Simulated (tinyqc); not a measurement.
Electron mobility in a silicon inversion layer, empirical terms and Matthiessen rule: effect of the interlayer thickness.

Inversion layer of sheet density Ns on a uniformly doped body, under a high-permittivity gate with an interlayer. The mobility terms are empirical power laws with prefactors chosen for the exercise; adding their inverses (Matthiessen) is itself an approximation.

ni = sqrt(Nc Nv) exp(-Eg/(2 Vt)), Eg in volts; Ndep = sqrt(2 eps0 eps_r Nb (2 Vt ln(Nb/ni) + Vsb)/q); E = q (Ndep + eta Ns)/(eps0 eps_r), in MV/cm. With t = T/(300 K): muC = Ac (Ns/1e12 cm^-2) t/(Nb/1e17 cm^-3 + Nit/1e11 cm^-2), muP = Ap E^(-1/3) t^(-1.75), muS = As E^(-gs), muR = Ar exp(2 ti/lr)/t; 1/mu is the sum of the inverses.

Values chosen for this exercise; material values close to those of silicon: temperature T = 300 K; band gap Eg = 1.12 eV; relative permittivity of the semiconductor eps_r = 11.5; conduction-band density of states at T Nc = 2.77e19 cm^-3; valence-band density of states at T Nv = 2.68e19 cm^-3; body doping Nb = 1.3e17 cm^-3; reverse body bias Vsb = 0.3 V; weight of the inversion charge in the effective field eta = 0.5; phonon-limited mobility at 1 MV/cm and 300 K Ap = 464 cm^2/(V s); roughness-limited mobility at 1 MV/cm As = 1240 cm^2/(V s); exponent of the roughness term gs = 2; Coulomb prefactor Ac = 1900 cm^2/(V s); charge at the interface Nit = 5.3e10 cm^-2; remote-phonon mobility without interlayer Ar = 180 cm^2/(V s); decay length of remote phonons lr = 0.6 nm; inversion density Ns = 5e12 cm^-2.

Constants: q = 1.602176634e-19 C, kB = 1.380649e-23 J/K, Vt = kB T/q, eps0 = 8.8541878128e-14 F/cm where lengths are in cm. Results are converted to the units shown.

The same in every row: E (MV/cm) = 0.6097; muC (cm^2/(V s)) = 5191; muP (cm^2/(V s)) = 547.2; muS (cm^2/(V s)) = 3336.

Results:

| ti (nm) | muR (cm^2/(V s)) | mu (cm^2/(V s)) |
|---|---|---|
| 0.2 | 350.6 | 193.3 |
| 0.4 | 682.9 | 264.3 |
| 0.6 | 1330 | 325.6 |
| 1 | 5046 | 397.1 |
| 1.2 | 9828 | 412.9 |
| 1.4 | 1.914e4 | 421.6 |
| 1.6 | 3.728e4 | 426.1 |
| 1.8 | 7.262e4 | 428.5 |

Estimate the missing row, ti = 0.8 nm.

Computed row:

| ti (nm) | muR (cm^2/(V s)) | mu (cm^2/(V s)) |
|---|---|---|
| 0.8 | 2591 | 369.6 |

With this row back in the table: As ti goes from 0.2 to 1.8 nm, E stays at 0.610 MV/cm and mu rises from 193 to 429 cm^2/(V s). The smallest term is the remote phonon one in the first row and the phonon one in the last.

tinyqc, about 0.01 s, one thread, Intel Xeon 2.30GHz (shared host): `OMP_NUM_THREADS=1 python tinyqc.py 2510010 2510011 out.jsonl`
